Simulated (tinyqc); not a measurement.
MOSFET in the linear regime without short-channel effects, parameter extraction from computed curves: two steps of the calculation.

Inversion charge Q = Cox n Vt W0(exp((Vg - VT)/(n Vt))), W0 the Lambert function and n = nf; u = Q/Cox; mobility mu = mu0/(1 + th1 u + th2 u^2); channel resistance Rch = (L - dL)/(W mu Q); Id = Vd/(Rch + Rsd/W). Cox = eps0 eox/tox. Small Vd, no channel-length or drain effects.

Parameters, values chosen for the exercise; channel values of the order met in silicon transistors: relative permittivity of the gate insulator (close to silicon dioxide) eox = 3.9; insulator thickness tox = 1.6 nm; low-field mobility mu0 = 260 cm^2/(V s); second mobility attenuation factor th2 = 0.27 1/V^2; threshold voltage VT = 0.61 V; gate width W = 0.5 um; drawn gate length L = 0.5 um; drawn less effective length dL = 0.009 um; drain voltage Vd = 0.025 V.

Constants: eps0 = 8.8541878128e-14 F/cm where lengths are in cm. Results are converted to the units shown.

Question 1. Threshold and mobility at the peak transconductance. gm_i = (Id_(i+1) - Id_(i-1))/(Vg_(i+1) - Vg_(i-1)); at the point j of largest gm the tangent meets the axis at V_ext = Vg_j - Id_j/gm_j; field-effect mobility gm_j L/(W Cox Vd) with the drawn L.

Vg, point 0 to 9 (V): [0.41, 0.51, 0.61, 0.71, 0.81, 0.91, 1.01, 1.11, 1.21, 1.31]
Id, point 0 to 9 (uA): [8.0996739e-5, 0.0051841405, 0.19104108, 0.96221048, 1.8661013, 2.6803738, 3.3752256, 3.9581937, 4.4439556, 4.8472737]

Find: gm; j; V_ext; field-effect mobility.

Answer 1.

gm, point 1 to 8 (uS): [0.9548, 4.785, 8.375, 8.591, 7.546, 6.389, 5.344, 4.445]
j = 4
V_ext = 0.5928 V
field-effect mobility = 159.2 cm^2/(V s)

V_ext is 17 mV below the model VT, and the mobility so found is 40 % below mu0 L/(L - dL) = 265 cm^2/(V s), the value for the drawn L; attenuation, series resistance and the slow approach of Q to a straight line all lower the peak gm.

Question 2. The Y function. Y_i = Id_i/sqrt(gm_i). For Id = beta Vd x/(1 + th x), x = Vg - VT, Y = sqrt(beta Vd) x whatever th. Slope s from points 5 and 8; VT_Y = Vg - Y/s at point 8; beta = s^2/Vd; mobility beta L/(W Cox) with the drawn L; th* = (beta Vd x/Id - 1)/x at point 8.

Vg, point 0 to 9 (V): [0.41, 0.51, 0.61, 0.71, 0.81, 0.91, 1.01, 1.11, 1.21, 1.31]
Id, point 0 to 9 (uA): [8.0996739e-5, 0.0051841405, 0.19104108, 0.96221048, 1.8661013, 2.6803738, 3.3752256, 3.9581937, 4.4439556, 4.8472737]
gm, point 1 to 8 (uS): [0.95480042, 4.7851317, 8.3753013, 8.5908166, 7.5456212, 6.3890996, 5.3436499, 4.4453998]

Wanted: Y; s; VT_Y; beta; mobility from Y; th*.

Answer 2.

Y, point 1 to 8 (uA^0.5 V^0.5): [0.0053054, 0.087333, 0.33248, 0.63668, 0.97577, 1.3353, 1.7123, 2.1077]
s = 3.7732 uA^0.5 V^-0.5
VT_Y = 0.65139 V
beta = 569.48 uA/V^2
mobility from Y = 263.87 cm^2/(V s)
th* = 1.4135 1/V

The mobility from Y is 0.34 % below mu0 L/(L - dL) = 265 cm^2/(V s), which it should reach in deep inversion when th2 = 0.

Numbers from tinyqc (`OMP_NUM_THREADS=1 python tinyqc.py 2210133 2210134 out.jsonl`; about 0.01 s on one thread of a shared Intel Xeon 2.30GHz).
